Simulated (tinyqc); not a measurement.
Raising U: Hubbard chain of 4 sites, mean field against exact. Computed by the program tinyqc. 

one-body matrix (hopping and site energies) (eV):
```
         1        2        3        4
1   0.0000  -1.3000   0.0000   0.0000
2  -1.3000   0.0000  -1.3000   0.0000
3   0.0000  -1.3000   0.0000  -1.3000
4   0.0000   0.0000  -1.3000   0.0000
```

electrons, up and down: 2  1

Collinear unrestricted mean field (the lowest of 40 random starts) against exact diagonalisation.

Exact and mean-field results (eV):
```
U            U/t    E exact  E mean field  mean |n_up - n_down|  double occupancy, exact  first gap in the sector
0.6500    0.5000  -4.703641     -4.688287                0.2500                   0.1110                   1.2805
1.3000    1.0000  -4.432875     -4.372740                0.2500                   0.0974                   1.2298
2.6000    2.0000  -3.990396     -3.771090                0.2500                   0.0736                   1.0868
3.9000    3.0000  -3.658568     -3.247122                0.3772                   0.0550                   0.9402
5.2000    4.0000  -3.410075     -2.848727                0.4977                   0.0414                   0.8128
7.8000    6.0000  -3.076505     -2.365132                0.6262                   0.0246                   0.6233
10.4000   8.0000  -2.870487     -2.180212                0.7278                   0.0159                   0.4981
15.6000  12.0000  -2.636899     -2.064237                0.7408                   0.0079                   0.3506
26.0000  20.0000  -2.432001     -1.973536                0.7468                   0.0031                   0.2175
```

In absolute terms mean field is worst at U/t = 6.0, 0.711 eV too high: at small U it is nearly exact, and at large U it still misses the motion of the hole through a fluctuating spin background. Relative to the exact energy its error is 0.3 % at the smallest U, 24 % at most and 19 % at the largest. The double occupancy falls from 0.111 to 0.003.
